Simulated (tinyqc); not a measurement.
What each parameter does: tunnelling through a thin dielectric with one trap, as a tight-binding chain.

Hopping -t everywhere, t = c/(m a^2), c = hbar^2/2m0; lead sites at 2t (band bottom 0), barrier sites 1 to N at 2t + phi, and site j has U besides. No voltage. Leads give S = -t exp(ika) on sites 1 and N, cos(ka) = 1 - E/(2t). T = (2 t sin(ka))^2 |G_1N|^2, G = (E - H - S)^-1. In the barrier cosh(q a) = 1 + (phi - E)/(2t).

Resonance: the lowest eigenvalue of H + S(E), iterated until its real part equals E (40 rounds from Eb = phi + 2t - sqrt(4t^2 + U^2), the level in an endless barrier). With v the normalised squared amplitudes of that state, Gamma_L = 2 t sin(ka) v_1, Gamma_R = 2 t sin(ka) v_N; Breit-Wigner T = Gamma_L Gamma_R/((E - Er)^2 + (Gamma_L + Gamma_R)^2/4).

Constants: hbar^2/2m0 = 3.80998211 eV angstrom^2.

Parameters, chosen for this exercise (barrier and mass of the size used for SiO2 on silicon; shifted at random, so the results belong to these values and not to a real crystal): a = 2 angstrom (site spacing); m = 0.48 m0 (mass, the same in leads and barrier); phi = 3.25 eV (conduction edge of the barrier above that of the leads); N = 11 (barrier sites); j = 6 (site of the trap); U = -4.3 eV (extra energy on the trap site); E = 0.73 eV (electron energy).

Resonance and log10 T at E.

One parameter was then changed.

Results before and after:

| case | Er (eV) | Gamma_L (meV) | Gamma_R (meV) | log10 T |
|---|---|---|---|---|
| base | 1.3672 | 0.2059 | 0.2059 | -8.164 |
| changed | 1.3672 | 1.347 | 0.03148 | -8.164 |

Which of these changes was made? (a) N = 12; (b) j = 5; (c) U = -4.171 eV; (d) phi = 3.35 eV; (e) m = 0.442 m0.

Answer: (b) j = 5. Of the candidates, run in turn, only this one gives the changed row.

All candidates:

| case | Er (eV) | Gamma_L (meV) | Gamma_R (meV) | log10 T |
|---|---|---|---|---|
| base | 1.3672 | 0.2059 | 0.2059 | -8.164 |
| m = 0.442 m0 | 1.4718 | 0.3793 | 0.3793 | -7.917 |
| phi = 3.35 eV | 1.4672 | 0.2054 | 0.2054 | -8.454 |
| N = 12 | 1.3672 | 0.2059 | 0.03147 | -9.097 |
| j = 5 | 1.3672 | 1.347 | 0.03148 | -8.164 |
| U = -4.171 eV | 1.4613 | 0.2504 | 0.2504 | -8.289 |

tinyqc: `OMP_NUM_THREADS=1 python tinyqc.py 1450322 1450323 out.jsonl`; about 0.1 s, one thread, shared Intel(R) Xeon(R) Processor @ 2.30GHz.
